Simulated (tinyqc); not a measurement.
# On-chip power grid, static voltage drop by conjugate gradients, step by step

tinyqc, about 0.09 s, one thread, Intel Xeon 2.30GHz (shared host): `OMP_NUM_THREADS=1 python tinyqc.py 2770142 2770143 out.jsonl` Printed values are rounded.

A grid of 3 rows and 4 columns, node k = 4 row + column. Neighbours in a row are joined by Rx, in a column by Ry; pad nodes, which reach the supply through Rp: 0, 11. Each node draws I0, node 7 draws kh I0. The drops u = Vdd - V solve G u = i, with G the conductance matrix (1/Rp added on the diagonal at pad nodes).

Parameters, values chosen for the exercise: supply voltage Vdd = 0.9 V; resistance of a horizontal segment Rx = 0.77 ohm; resistance of a vertical segment Ry = 0.48 ohm; resistance from a pad node to the supply Rp = 0.05 ohm; load current of an ordinary node I0 = 3.5 mA; factor on the load at the hot node kh = 8.

## Diagonal of G, loads and first direction

G_kk = sum of the conductances at node k. Start u = 0, so the residual is r = i; p = r.

G_kk (S):

|  | col 0 | col 1 | col 2 | col 3 |
|---|---|---|---|---|
| row 0 | 23.3820 | 4.68074 | 4.68074 | 3.38203 |
| row 1 | 5.46537 | 6.76407 | 6.76407 | 5.46537 |
| row 2 | 3.38203 | 4.68074 | 4.68074 | 23.3820 |

r at the start (mA):

|  | col 0 | col 1 | col 2 | col 3 |
|---|---|---|---|---|
| row 0 | 3.5 | 3.5 | 3.5 | 3.5 |
| row 1 | 3.5 | 3.5 | 3.5 | 28 |
| row 2 | 3.5 | 3.5 | 3.5 | 3.5 |

p at the start (mA):

|  | col 0 | col 1 | col 2 | col 3 |
|---|---|---|---|---|
| row 0 | 3.5 | 3.5 | 3.5 | 3.5 |
| row 1 | 3.5 | 3.5 | 3.5 | 28 |
| row 2 | 3.5 | 3.5 | 3.5 | 3.5 |

## Iteration 1: conjugate-gradient step

u at the start (mV):

|  | col 0 | col 1 | col 2 | col 3 |
|---|---|---|---|---|
| row 0 | 0 | 0 | 0 | 0 |
| row 1 | 0 | 0 | 0 | 0 |
| row 2 | 0 | 0 | 0 | 0 |

q = G p; a = (r.r)/(p.q); u(new) = u + a p; r(new) = r - a q; b = (r.r)(new)/(r.r); p(new) = r(new) + b p.

q (mA S):

|  | col 0 | col 1 | col 2 | col 3 |
|---|---|---|---|---|
| row 0 | 70.000 | 0.000 | 0.000 | -51.042 |
| row 1 | 0.000 | 0.000 | -31.818 | 133.902 |
| row 2 | 0.000 | 0.000 | 0.000 | 18.958 |

a = 0.243662 ohm

u after iteration 1 (mV):

|  | col 0 | col 1 | col 2 | col 3 |
|---|---|---|---|---|
| row 0 | 0.85282 | 0.85282 | 0.85282 | 0.85282 |
| row 1 | 0.85282 | 0.85282 | 0.85282 | 6.82254 |
| row 2 | 0.85282 | 0.85282 | 0.85282 | 0.85282 |

r after iteration 1 (mA):

|  | col 0 | col 1 | col 2 | col 3 |
|---|---|---|---|---|
| row 0 | -13.5564 | 3.5000 | 3.5000 | 15.9369 |
| row 1 | 3.5000 | 3.5000 | 11.2529 | -4.6268 |
| row 2 | 3.5000 | 3.5000 | 3.5000 | -1.1194 |

b = 0.732297

p after iteration 1 (mA):

|  | col 0 | col 1 | col 2 | col 3 |
|---|---|---|---|---|
| row 0 | -10.9933 | 6.0630 | 6.0630 | 18.5000 |
| row 1 | 6.0630 | 6.0630 | 13.8159 | 15.8776 |
| row 2 | 6.0630 | 6.0630 | 6.0630 | 1.4436 |

## Iteration 2: conjugate-gradient step

As before.

q (mA S):

|  | col 0 | col 1 | col 2 | col 3 |
|---|---|---|---|---|
| row 0 | -277.552 | 22.151 | -32.304 | 21.615 |
| row 1 | 35.534 | -10.069 | 39.695 | 27.285 |
| row 2 | 0.000 | 0.000 | -10.153 | -7.198 |

a = 0.151067 ohm

u after iteration 2 (mV):

|  | col 0 | col 1 | col 2 | col 3 |
|---|---|---|---|---|
| row 0 | -0.80791 | 1.76875 | 1.76875 | 3.64756 |
| row 1 | 1.76875 | 1.76875 | 2.93995 | 9.22113 |
| row 2 | 1.76875 | 1.76875 | 1.76875 | 1.07090 |

r after iteration 2 (mA):

|  | col 0 | col 1 | col 2 | col 3 |
|---|---|---|---|---|
| row 0 | 28.3726 | 0.1537 | 8.3800 | 12.6716 |
| row 1 | -1.8680 | 5.0211 | 5.2563 | -8.7486 |
| row 2 | 3.5000 | 3.5000 | 5.0337 | -0.0321 |

b = 1.81114

p after iteration 2 (mA):

|  | col 0 | col 1 | col 2 | col 3 |
|---|---|---|---|---|
| row 0 | 8.4622 | 11.1347 | 19.3610 | 46.1776 |
| row 1 | 9.1130 | 16.0021 | 30.2788 | 20.0079 |
| row 2 | 14.4810 | 14.4810 | 16.0147 | 2.5825 |

## Course of the conjugate-gradient iteration

Stop when |r| is below 1e-9 mA.

Course of the iteration:

| iteration | largest u (mV) | \|r\| (mA) |
|---|---|---|
| 1 | 6.82254 | 25.9 |
| 2 | 9.22113 | 34.9 |
| 3 | 13.1892 | 24.5 |
| 4 | 16.3683 | 13.4 |
| 5 | 15.9575 | 9.50 |
| 6 | 15.2690 | 4.68 |
| 7 | 15.1164 | 3.58 |
| 8 | 15.0781 | 2.91 |
| 9 | 15.0017 | 0.542 |
| 10 | 14.9986 | 0.101 |
| 11 | 15.0065 | 3.91e-3 |
| 12 | 15.0066 | < 1e-11 |

Converged in 12 iterations for 12 unknowns; in exact arithmetic the method needs at most 12. The condition number of the matrix is 49.2. Gauss-Seidel sweeps in node order need 120 to reach the same residual.

## Worst drop, pad currents and power lost

converged u (mV):

|  | col 0 | col 1 | col 2 | col 3 |
|---|---|---|---|---|
| row 0 | 1.3326 | 9.4474 | 13.0480 | 15.0066 |
| row 1 | 7.3871 | 10.5814 | 12.3916 | 14.5475 |
| row 2 | 9.7703 | 10.8983 | 9.8397 | 1.9924 |

Pad current u/Rp; worst drop as a share of Vdd; power lost in the grid and pads sum_k i_k u_k; power delivered sum_k i_k (Vdd - u_k).

worst drop = 15.0066 mV
share of Vdd = 1.66740 %
pad currents (mA): node 0 26.6522, node 11 39.8478
power lost = 0.763264 mW
power delivered = 59.0867 mW

The pad currents add up to the total load, 66.50 mA. The worst drop is at node 3, not at the hot node.
